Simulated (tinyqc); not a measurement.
What moves the results: nanosheet or nanowire with hard walls, valleys of the Ge type. A value that a table varies takes the place of the one given here.

Four ellipsoidal valleys along <111>: inverse mass tensor w = 1/mt + (1/ml - 1/mt) a a^T with a the unit axis. Device axes: x along the channel, z = [001], y = z x x. The Gamma and Delta valleys are left out; the heavy Delta valleys, about 0.18 eV up, lie lowest once the L levels pass about 0.2 eV.

Hard walls around a W x H rectangle. The block w_c of w in (y, z) confines; the transport mass follows from 1/m_x = w_xx - w_xc w_c^-1 w_cx. The cross-section problem c (w_yy ky^2 + 2 w_yz ky kz + w_zz kz^2), c = hbar^2/2m0, is solved in products sin(n pi y/W) sin(l pi z/H), n, l = 1 to 12; if w_yz = 0 the levels are c pi^2 (w_yy n^2/W^2 + w_zz l^2/H^2). The w_yz term couples (n, l) to (n', l') by -2 c w_yz D_nn'(W) D_ll'(H) with D_nm(L) = 4 n m/(L (n^2 - m^2)) for n + m odd and 0 otherwise.

Without degeneracy the line density is N1 exp((EF - Ec)/kB T) with N1 = sum 2 g sqrt(m_x kB T/(4 pi c)) exp(-E/kB T), here over n, l up to 80 where w_yz = 0 and over all levels of a 12 x 12 sine basis otherwise; the classical value is W H Nc with Nc = 2 g_all (m_dos kB T/(4 pi c))^(3/2), m_dos = (ml mt^2)^(1/3); dVt = kB T ln(W H Nc/N1).

Constants: hbar^2/2m0 = 3.80998211 eV angstrom^2; kB = 8.617333262e-05 eV/K.

Values chosen for the exercise (near those of Ge; shifted at random, so the results belong to these values and not to a real crystal): ml = 1.563 m0 (longitudinal mass); mt = 0.08 m0 (transverse mass); T = 350 K (temperature); g_all = 4 (number of valleys); channel = 100 (transport direction x on a (001) wafer); H = 58 angstrom (height, along z = [001]); Ws = (30, 40, 50, 65, 85, 110, 140) angstrom (widths); W = 110 angstrom (width, along y).

## From wire to sheet

Valleys:
```
group  valleys g     w_yy     w_zz   |w_yz|  m_x (m0)
A              4  8.54660  8.54660  3.95340   0.57433
```

Lowest level of each group (groups ordered by w_zz, then w_yy) and dVt against the width.

Results:
```
W (angstrom)  A1 (eV)  dVt (mV)
30             0.4388     380.5
40             0.2846     234.9
50             0.2141     171.2
65             0.1639     128.8
85             0.1345     106.9
110            0.1183      96.0
140            0.1093      89.9
```

What does this show?

dVt falls from 380 to 90 mV. All valleys stay equivalent. At the widest W the lowest level is 0.1093 eV; the film limit c pi^2 w_zz/H^2 of that group is 0.0955 eV.

## Channel direction

The same rectangle along [100] and [110]; groups ordered by w_zz, then w_yy.

Lowest level of each group:
```
channel, group  valleys g    w_yy   w_zz  |w_yz|  m_x (m0)  E (eV)
[100] A                 4   8.547  8.547   3.953     0.574  0.1183
[110] A                 2   4.593  8.547   5.591     0.080  0.0997
[110] B                 2  12.500  8.547   0.000     1.069  0.1344
```

What can be read from the table?

The lowest subband has m_x = 0.574 m0 and 4 valleys along [100], and 0.080 m0 and 2 valleys along [110]; its edge lies at 0.1183 and 0.0997 eV. At equal energy above the edge the carriers of the [110] channel are faster by a factor 2.68.

## What each parameter does

E1 and E2 are the two lowest subband edges over all groups. Each row changes one parameter from the base and keeps the others.

Results:
```
case              E1 (eV)  E2 - E1 (meV)  m_x of lowest (m0)  dVt (mV)
base               0.1183           67.2               0.574      96.0
W = 125 angstrom   0.1130           51.8               0.574      92.4
H = 66 angstrom    0.0968           67.3               0.574      78.3
T = 320 K          0.1183           67.2               0.574      96.0
ml = 1.719 m0      0.1180           66.8               0.626      95.7
mt = 0.088 m0      0.1079           61.4               0.580      87.6
```

What does this show?

The largest shifts from the base row, up to three for each result and ties (the steps differ in size, so this ranks the rows, not the parameters). E1 (eV): H -0.0215, mt -0.0104, W -0.0053; unchanged at the printed digits by T. E2 - E1 (meV): W -15.4, mt -5.8, ml -0.3; unchanged at the printed digits by T. m_x of lowest (m0): ml +0.052, mt +0.005; unchanged at the printed digits by W, H and T. dVt (mV): H -17.6, mt -8.4, W -3.5; unchanged at the printed digits by T.

tinyqc: `OMP_NUM_THREADS=1 python tinyqc.py 1281345 1281346 out.jsonl`; about 0.2 s, one thread, shared Intel(R) Xeon(R) Processor @ 2.30GHz.
